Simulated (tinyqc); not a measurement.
As the film thickens, and with more bath resistance: electroplating on a thin resistive seed layer: kinetics, Wagner number and the terminal effect across a wafer. Computed by tinyqc, a small Python program. Command: `OMP_NUM_THREADS=1 python tinyqc.py 3121324 3121325 out.jsonl terminal walk`. One thread of a shared host (Intel(R) Xeon(R) Processor @ 2.30GHz), about 0.02 s of CPU time with the checks.

Current enters the seed at the rim. The bath is treated as a local resistance per area (no lateral flow in the liquid), two electrons per ion, molar volume 7.11 cm^3/mol, Faraday constant F = e N_A, kinematic viscosity 0.01 cm^2/s, omega = 2 pi x rpm/60; k_B T/e is in volts.

Inputs (values chosen for the exercise, of the order of those for copper plating on a thin cobalt or ruthenium seed):

| quantity | value | unit |
|---|---|---|
| wafer radius R | 7.5 | cm |
| seed thickness t | 9.5 | nm |
| seed resistivity | 16 | microohm cm |
| bath conductivity kappa | 0.042 | S/cm |
| gap to the anode h | 2.7 | cm |
| extra resistance of a porous plate | 0 | ohm cm^2 |
| exchange current density i_0 | 0.021 | mA/cm^2 |
| cathodic transfer coefficient alpha | 0.44 | - |
| mean current density | 6.4 | mA/cm^2 |
| diffusivity of the metal ion | 6.5e-06 | cm^2/s |
| metal ion concentration | 0.29 | mol/L |
| rotation rate | 30 | rpm |
| temperature T | 298 | K |

Constants: e = 1.602176634e-19 C; N_A = 6.02214076e+23 1/mol; k_B = 8.617333262e-05 eV/K.

Method:
- Growth rate = i V_m/(2 F). Levich limit i_L = 0.62 x 2 F D^(2/3) omega^(1/2) nu^(-1/6) c. Tafel overpotential eta = (k_B T/(alpha e)) ln(i/i_0); kinetic resistance k_B T/(alpha e i); bath resistance h/kappa + plate; R_s = resistivity/t; Wagner number = kinetic resistance x kappa/R.
- Full model: seed potential phi(r) with (1/r)(r phi')' = R_s i, where i solves phi = R_b i + (k_B T/(alpha e)) ln(i/i_0) (phi being the driving voltage left at r); phi'(0) = 0 and phi'(R) = R_s i_mean R/2. Solved by collocation to a tolerance of 1e-7.
- The film is taken as uniform, with the seed resistivity; the last column adds 100 ohm cm^2 to R_b. Extra power of that plate = i^2 x 100 ohm cm^2 x area.

sheet resistance R_s = 16.8421 ohm/square

bath resistance R_b = 64.2857 ohm cm^2

Edge over centre:

| thickness (nm) | R_s (ohm/square) | as given | with 100 ohm cm^2 more |
|---|---|---|---|
| 9.50 | 16.842 | 7.3324 | 2.8923 |
| 14.25 | 11.228 | 4.4625 | 2.1354 |
| 19.00 | 8.421 | 3.3299 | 1.8068 |
| 28.50 | 5.614 | 2.3843 | 1.5092 |
| 47.50 | 3.368 | 1.7536 | 1.2923 |
| 95.00 | 1.684 | 1.3492 | 1.1413 |
| 190.00 | 0.842 | 1.1679 | 1.0695 |

extra power = 0.72382 W

What does the comparison show, and why?

The ratio falls below 1.1 in none of these rows as given, and from 190 nm on with the added resistance: what counts is R_s R^2 against the sum of kinetic and bath resistance.
